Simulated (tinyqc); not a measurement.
Ellipsoidal valleys in the axes of a wafer and a channel: one step. Masses of all valleys. Three cases, with inputs chosen for the exercise.

Problem. Give mz, md, mc, mx and my.

Valleys with axes a along [111], [1-1-1], [-11-1] and [-1-11], one whole valley each; inverse mass tensor w = 1/mt + (1/ml - 1/mt) a a. Device axes: z = nz/|nz|, x = nx/|nx|, y = z cross x; in them a = (ax, ay, az). Confinement mass mz = 1/w_zz. In the plane w_ij is replaced by u_ij = w_ij - w_iz w_jz/w_zz (i, j = x, y); density-of-states mass md = 1/sqrt(det u); conductivity mass along x mc = 1/u_xx; ballistic transport mass mx = u_yy/det u, width mass my = 1/u_yy.

Case 1.

Values chosen (near those of the L valleys of GaAs; not measured data): ml = 1.934 m0 (longitudinal mass); mt = 0.078 m0 (transverse mass); nz = (1, 1, 1) (surface normal (confinement)); nx = (1, -1, 0) (channel direction).

Case 2.

Values chosen (near those of the L valleys of Ge; not measured data): ml = 1.642 m0 (longitudinal mass); mt = 0.083 m0 (transverse mass); nz = (2, 1, 0) (surface normal (confinement)); nx = (0, 0, 1) (channel direction).

Case 3.

Values chosen (near those of the L valleys of Ge; not measured data): ml = 1.641 m0 (longitudinal mass); mt = 0.079 m0 (transverse mass); nz = (1, 1, 3) (surface normal (confinement)); nx = (1, -1, 0) (channel direction).

Give: Masses (m0).

Solution.

Case 1.

Masses (m0):

| valley | mz | md | mc | mx | my |
|---|---|---|---|---|---|
| [111] | 1.9340 | 0.0780 | 0.0780 | 0.0780 | 0.0780 |
| [1-1-1] | 0.0873 | 0.3671 | 0.2748 | 1.3153 | 0.1025 |
| [-11-1] | 0.0873 | 0.3671 | 0.2748 | 1.3153 | 0.1025 |
| [-1-11] | 0.0873 | 0.3671 | 0.0780 | 0.0780 | 1.7278 |

mz md^2 = ml mt^2 = 0.01177 for every valley, so a heavy confinement mass comes with a small density of states. The heaviest mz is 1.934, for [111].

Case 2.

Masses (m0):

| valley | mz | md | mc | mx | my |
|---|---|---|---|---|---|
| [111] | 0.1929 | 0.2422 | 0.3137 | 0.6027 | 0.0973 |
| [1-1-1] | 0.0886 | 0.3573 | 0.1254 | 0.6027 | 0.2118 |
| [-11-1] | 0.0886 | 0.3573 | 0.1254 | 0.6027 | 0.2118 |
| [-1-11] | 0.1929 | 0.2422 | 0.3137 | 0.6027 | 0.0973 |

mz md^2 = ml mt^2 = 0.01131 for every valley, so a heavy confinement mass comes with a small density of states. The heaviest mz is 0.193, for [111] and [-1-11].

Case 3.

Masses (m0):

| valley | mz | md | mc | mx | my |
|---|---|---|---|---|---|
| [111] | 0.2833 | 0.1901 | 0.0790 | 0.0790 | 0.4577 |
| [1-1-1] | 0.1067 | 0.3098 | 0.5527 | 1.1203 | 0.0857 |
| [-11-1] | 0.1067 | 0.3098 | 0.5527 | 1.1203 | 0.0857 |
| [-1-11] | 0.0813 | 0.3548 | 0.0790 | 0.0790 | 1.5937 |

mz md^2 = ml mt^2 = 0.01024 for every valley, so a heavy confinement mass comes with a small density of states. The heaviest mz is 0.283, for [111].

Computed by tinyqc, one run a case: `OMP_NUM_THREADS=1 python tinyqc.py N N+1 out.jsonl` with N = 1850046, 1850092, 1850498; one thread of a shared Intel(R) Xeon(R) Processor @ 2.30GHz, about 0.01 s a run at most.
